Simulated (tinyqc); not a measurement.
Stress in a transistor channel from embedded alloy regions, liners and fins, by half-space elasticity. From one set of inputs to another, one input at a time. Computed by tinyqc, a small Python program. Command: `OMP_NUM_THREADS=1 python tinyqc.py 3013931 3013932 out.jsonl stressor ladder`. One thread of a shared host (Intel(R) Xeon(R) Processor @ 2.30GHz), about 0.05 s of CPU time with the checks.

Plane strain in an isotropic half-space, the same constants everywhere; x along the channel from its centre, y downwards from the free surface; stress is positive in tension.

The inputs printed are set A. Inputs not listed in the table keep their values of set A, so the rows need not describe a real material.

Inputs (values chosen for the exercise, modelled on silicon): alloy fraction x = 0.56; lattice change per unit x, beta = 0.042; Young's modulus E = 172 GPa; Poisson ratio nu = 0.22; channel length L = 106 nm; length of each stressor S = 45 nm; recess depth d = 25 nm; depth of the field point y = 4 nm; liner stress = -2.9 GPa; liner thickness t = 15 nm; length of a cut fin or stripe = 460 nm; height of the strained layer h = 34 nm.

Stressor: Si(1-x)Ge(x) source and drain.

Method:
- Misfit e = beta x. A fully constrained inclusion holds the stress -p with p = E e/(1 - 2 nu); a blanket film would hold -E e/(1 - nu) in the plane.
- At x = y = 0 the integral is s_xx = -(4/pi) [E e/(1 - nu)] [arctan(2 d/L) - arctan(d/(L/2 + S))].
- The liner over source and drain ends at the gate, x = -/+ L/2, and pulls there with the force per width F = (liner stress) t along the surface. A tangential line force gives s_xx = (2 F/pi) X^3/(X^2 + y^2)^2 at the distance X; two of them add at the centre, X = L/2. For L > 3.5 y the concentrated force is an upper bound.
- Shear-lag estimate for a stripe of length l and height h on a like substrate: the stress along it is s(x)/s_film = 1 - cosh(x/lam)/cosh(l/(2 lam)), lam = (pi/2) g h with g = 1.258; mean = 1 - (2 lam/l) tanh(l/(2 lam)).

Each row keeps all changes above it:
```
input moved                         from    to  s_xx at the surface (MPa)  s_xx from the liner (MPa)  share kept on average
set A                                  -     -                      -1261                      -1033                 0.7085
Young's modulus E (GPa)              172   160                      -1173                      -1033                 0.7085
length of a cut fin or stripe (nm)   460   320                      -1173                      -1033                 0.5872
length of each stressor S (nm)        45    80                      -1566                      -1033                 0.5872
depth of the field point y (nm)        4   1.3                      -1566                      -1044                 0.5872
recess depth d (nm)                   25    45                      -2320                      -1044                 0.5872
Poisson ratio nu                    0.22  0.25                      -2413                      -1044                 0.5872
channel length L (nm)                106    54                      -4039                      -2042                 0.5872
```

Where does the difference come from?

s_xx at the surface goes from -1260 to -4040, -2.78e+03 in all. The largest single move comes from channel length L (-1.63e+03). s_xx from the liner goes from -1030 to -2040, -1.01e+03 in all. The largest single move comes from channel length L (-998). Share kept on average goes from 0.709 to 0.587, a factor 0.829 in all. The largest single move comes from length of a cut fin or stripe (a factor 0.829). The single moves hold for this order of the switches; the total does not depend on the order.

Caution (all rows): at such misfit the regions may relax by dislocations, and linear elasticity is rough. Caution (rows channel length L): the real force is spread over several liner thicknesses, so for a channel this short the concentrated force clearly overstates the stress.

Extremes, crossings and ranges named in words are read from the listed rows.
